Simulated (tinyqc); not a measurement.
## Hot electrons in a saturated n-channel MOSFET, lucky-electron model: effect of the gate voltage

Beyond pinch-off the lateral field grows as Esat cosh(y/l) over the velocity-saturated region (pseudo-two-dimensional model). Impact ionisation in this region gives the substrate current, which biases the body forward through Rsub. Currents are per width. Local-field laws: they overstate ionisation when the field peak is narrower than an energy relaxation length.

Cox = 3.9 eps0/tox, l = sqrt(3 tox xj), Esat = 2 vs/mu. Overdrive g = Vg - VT + kb Vb; Vdsat = g Esat L/(g + Esat L); Id = Cox vs (g - Vdsat); dV = Vd - Id Rd - Vdsat; Em = sqrt((dV/l)^2 + Esat^2); Isub = Id (Ai/Bi) l Em exp(-Bi/Em). Vb = Rsub Isub is solved self-consistently. Lifetime tau = (Hl/Id)(Isub/Id)^(-m); 1 year = 3.15576e7 s.

Values chosen for this exercise; values close to those of silicon n-channel devices:
- L = 0.18 um (channel length)
- tox = 4 nm (oxide thickness)
- xj = 74 nm (junction depth)
- VT = 0.71 V (threshold)
- mu = 300 cm^2/(V s) (effective mobility)
- vs = 9.7e6 cm/s (saturation velocity)
- Ai = 2e6 1/cm (ionisation prefactor)
- Bi = 1.79 MV/cm (ionisation field)
- Rd = 0 ohm um (resistance of the lightly doped drain)
- Rsub = 4700 ohm um (substrate resistance)
- kb = 0.29 (fall of VT per volt of forward body bias)
- m = 3 (lifetime exponent)
- Hl = 4900 s uA/um (lifetime constant)
- Vd = 1.6 V (drain voltage)

Constants: eps0 = 8.8541878128e-14 F/cm where lengths are in cm. Results are converted to the units shown.

Effect of the gate voltage:
```
Vg (V),Id (uA/um),Em (MV/cm),Isub (uA/um),Isub/Id,tau (years)
0.86,14.50,0.4963,0.6505,0.04486,0.1186
0.95,34.81,0.4742,1.261,0.03622,0.09390
1.04,61.86,0.4548,1.829,0.02956,0.09717
1.14,98.39,0.4358,2.349,0.02387,0.1160
1.23,136.1,0.4207,2.706,0.01989,0.1450
1.32,177.6,0.4072,2.968,0.01671,0.1873
1.42,227.5,0.3937,3.163,0.01390,0.2540
1.51,275.3,0.3828,3.268,0.01187,0.3371
1.6,325.5,0.3728,3.322,0.01021,0.4488
```

Read the table: what changes, and by how much?

As Vg goes from 0.86 to 1.6 V, Em falls from 0.496 to 0.373 MV/cm, Isub rises from 0.650 to 3.32 uA/um and tau goes from 0.119 through a minimum of 0.0939 (at Vg = 0.95 V among the rows listed) to 0.449 years.

Program tinyqc, `OMP_NUM_THREADS=1 python tinyqc.py 2550081 2550082 out.jsonl`; Intel Xeon 2.30GHz, shared host, one thread, about 0.01 s.
